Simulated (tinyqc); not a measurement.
# Switching power and leakage at the onset of runaway

Question. T = T0 + Rth P(T), P(T) = Pd + Pl (T/300 K)^2 exp[(q Ea/kB)(1/(300 K) - 1/T)]. At the onset of runaway the loop gain Rth dP/dT equals one as well. Find Pd and the critical Pl.

Parameters, values chosen for the exercise: ambient temperature T0 = 360 K; activation energy of the leakage Ea = 0.41 eV; thermal resistance Rth = 0.89 K/W.

Constants: q = 1.602176634e-19 C, kB = 1.380649e-23 J/K. Results are converted to the units shown.

temperature at the onset of runaway = 421.02441 K

Answer. With s = 2/T + q Ea/(kB T^2), unit gain means Rth (P - Pd) = 1/s; the heat balance then gives Pd, and the leakage term Pl.

Pd = 33.00 W
critical Pl = 0.1891 W

tinyqc, about 0.01 s, one thread, Intel Xeon 2.30GHz (shared host): `OMP_NUM_THREADS=1 python tinyqc.py 2520132 2520133 out.jsonl`
